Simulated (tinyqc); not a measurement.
## Trap and transport parameters from the curve

Question. A layer shows an ohmic current q n0 mu V/L, then a square law (9/8) th eps0 eps_r mu V^2/L^3 above Vx = 8 q n0 L^2/(9 th eps0 eps_r), and trap filling at V_TFL = q Nt L^2/(2 eps0 eps_r). th = y/(1 + y), y = (Nc/Nt) exp(-Et/kB T). The square-law current at V is given. Find th, n0, Nt and Et.

Values chosen for this exercise:
```
symbol   value        unit                 meaning
T          300           K             temperature
eps_r     13.4               relative permittivity
mu         5.5  cm^2/(V s)                mobility
L         2200          nm               thickness
Nc      6.4e19       cm^-3  band density of states
V          5.7           V                 voltage
```

Constants: q = 1.602176634e-19 C, kB = 1.380649e-23 J/K, Vt = kB T/q, eps0 = 8.8541878128e-14 F/cm where lengths are in cm. Results are converted to the units shown.

Mott-Gurney J = 7.7595397e-5 A/cm^2
Vx = 3.5219521 V
V_TFL = 163.39631 V

Solution. The square law gives th, Vx gives n0, V_TFL gives Nt, and th with Nt gives Et.

th = 3.46e-6
n0 = 2.10e9 cm^-3
Nt = 5.00e16 cm^-3
Et = 0.510 eV

Computed by the program tinyqc: `OMP_NUM_THREADS=1 python tinyqc.py 2370167 2370168 out.jsonl`, one thread of a shared Intel Xeon 2.30GHz, about 0.02 s for the whole run.
